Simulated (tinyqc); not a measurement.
Voltage drop against the pad pitch.

A grid of 25 by 25 nodes with segments Rx (rows) and Ry (columns); every node draws I1 and the central node kh I1; pads with resistance Rp sit at the nodes whose row and column are multiples of the pitch, counting from 0. The drops u = Vdd - V follow from G u = i, with G the conductance matrix and i the load currents, solved directly.

Values chosen for this exercise: supply voltage Vdd = 0.7 V; resistance of a horizontal segment Rx = 0.16 ohm; resistance of a vertical segment Ry = 0.16 ohm; resistance from a pad node to the supply Rp = 0.11 ohm; factor on the load at the hot node kh = 8; load current of a node in the large grid I1 = 0.55 mA.

Results:
columns A: pitch (nodes); B: pads; C: worst drop (mV); D: mean drop (mV); E: largest drop at a pad (mV); F: largest pad current (mA); G: worst drop over Vdd (%)
```
A     B       C        D       E      F        G
1   625  0.1962  0.06118  0.1962  1.784  0.02803
2   169  0.4075   0.2810  0.4075  3.705  0.05822
3    81  0.8236   0.6484  0.7187  6.534   0.1177
4    49   1.422    1.156   1.121  10.19   0.2032
6    25   3.030    2.547   2.130  19.37   0.4329
8    16   5.521    4.394   3.086  28.06   0.7886
24    4   32.86    29.44   9.559  86.90    4.694
```

Estimate the missing row, pitch = 12 nodes.

Computed row:
columns A: pitch (nodes); B: pads; C: worst drop (mV); D: mean drop (mV); E: largest drop at a pad (mV); F: largest pad current (mA); G: worst drop over Vdd (%)
```
A   B      C      D      E      F      G
12  9  10.02  9.079  6.188  56.26  1.432
```

With this row back in the table: The worst drop goes from 0.196 to 32.9 mV while the number of pads falls from 625 to 4; between the last two rows it goes as pitch^(1.71). The largest drop at a pad is 100 % of the worst drop in the first row and 29.1 % in the last; the rest falls along the wires.

Computed by the program tinyqc: `OMP_NUM_THREADS=1 python tinyqc.py 2770182 2770183 out.jsonl`, one thread of a shared Intel Xeon 2.30GHz, about 0.3 s for the whole run.
